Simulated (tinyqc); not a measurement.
# Worked calculation: short-channel transistor, virtual-source model with series resistance

Computed by the program tinyqc: `OMP_NUM_THREADS=1 python tinyqc.py 2380080 2380081 out.jsonl`, one thread of a shared Intel Xeon 2.30GHz, about 0.01 s for the whole run. Printed values are rounded.

The current per gate width is the charge at the top of the source barrier (the virtual source) times its velocity times a saturation function; al and be are fitting constants of the model. Units: I in uA/um, Rs in ohm um, so I Rs = 1e-6 I Rs in volts; Q in uC/cm^2, so I = 1e-4 Q vx0 Fsat with vx0 in cm/s.

Inputs (values chosen for the exercise):
```
symbol   value        unit                                                         meaning
T          273           K                                                     temperature
Cinv      1.74     uF/cm^2                                           inversion capacitance
vx0     1.72e7        cm/s                                  velocity at the virtual source
mu          94  cm^2/(V s)                                               apparent mobility
L           32          nm                                                  channel length
VT0      0.324           V                                 threshold at zero drain voltage
dl       0.097         V/V                                  drain-induced barrier lowering
n0        1.26                                                         subthreshold factor
nd           0         1/V                                  growth of n with drain voltage
al         3.5              threshold shift (in units of Vt) from weak to strong inversion
be         1.4                                                     sharpness of saturation
Rs         150      ohm um                               series resistance of each contact
Vgs       0.75           V                                                    gate voltage
Vds       0.75           V                                                   drain voltage
```

Constants: q = 1.602176634e-19 C, kB = 1.380649e-23 J/K, Vt = kB T/q. Results are converted to the units shown.

## Iteration 1: current through the series resistance

I at the start = 0 uA/um

Intrinsic voltages Vg' = Vgs - I Rs, Vd' = Vds - 2 I Rs. n = n0 + nd Vd', VT = VT0 - dl Vd', Ff = 1/(1 + exp((Vg' - VT + al Vt/2)/(al Vt))), Q = Cinv n Vt ln(1 + exp((Vg' - VT + al Vt Ff)/(n Vt))), Vdsat = (vx0 L/mu)(1 - Ff) + Vt Ff, Fsat = u/(1 + u^be)^(1/be) with u = Vd'/Vdsat, and I(out) = Q vx0 Fsat per width. (Fsat takes the sign of u.) I(new) = I + 0.3 (I(out) - I).

Vg' = 0.75 V
Vd' = 0.75 V
VT = 0.251250 V
Ff = 0.00141770
Q = 0.868028 uC/cm^2
Vdsat = 0.584735 V
Fsat = 0.682880
I(out) = 1019.55 uA/um
I after iteration 1 = 305.864 uA/um

## Iteration 2: current through the series resistance

As before.

Vg' = 0.704120 V
Vd' = 0.658241 V
VT = 0.260151 V
Ff = 0.00275384
Q = 0.772902 uC/cm^2
Vdsat = 0.583984 V
Fsat = 0.645480
I(out) = 858.096 uA/um
I after iteration 2 = 471.533 uA/um

## Iteration 3: current through the series resistance

As before.

Vg' = 0.679270 V
Vd' = 0.608540 V
VT = 0.264972 V
Ff = 0.00394387
Q = 0.721444 uC/cm^2
Vdsat = 0.583315 V
Fsat = 0.622351
I(out) = 772.265 uA/um
I after iteration 3 = 561.753 uA/um

## Course of the iteration: current through the series resistance

Stop when I changes by less than 1e-7 uA/um, or after 80 iterations.

Course of the iteration:
```
iteration,I (uA/um),|change| (uA/um)
1,305.864,306
2,471.533,166
3,561.753,90.2
4,611.066,49.3
5,638.081,27.0
6,652.901,14.8
7,661.036,8.14
8,665.505,4.47
9,667.959,2.45
...,...,...
30,670.953,8.50e-6
31,670.953,4.67e-6
32,670.953,2.57e-6
33,670.953,1.41e-6
34,670.953,7.75e-7
35,670.953,4.26e-7
36,670.953,2.34e-7
37,670.953,1.29e-7
38,670.953,7.06e-8
```

Converged in 38 iterations. At the end each change is about 0.55 times the one before: linear convergence.

## What the series resistance costs

converged I = 670.953 uA/um
I0 = 1019.55 uA/um

Intrinsic voltages Vg' = Vgs - I Rs, Vd' = Vds - 2 I Rs. n = n0 + nd Vd', VT = VT0 - dl Vd', Ff = 1/(1 + exp((Vg' - VT + al Vt/2)/(al Vt))), Q = Cinv n Vt ln(1 + exp((Vg' - VT + al Vt Ff)/(n Vt))), Vdsat = (vx0 L/mu)(1 - Ff) + Vt Ff, Fsat = u/(1 + u^be)^(1/be) with u = Vd'/Vdsat, and I = Q vx0 Fsat per width. I0 is the current for Rs = 0. Effective velocity I/Q; transit time L Q/I.

loss against I0 = 34.1910 %
effective velocity = 1.01721e7 cm/s
transit time = 0.314587 ps

The carriers leave the virtual source at 59.1 % of vx0: Vd' is not large against Vdsat.
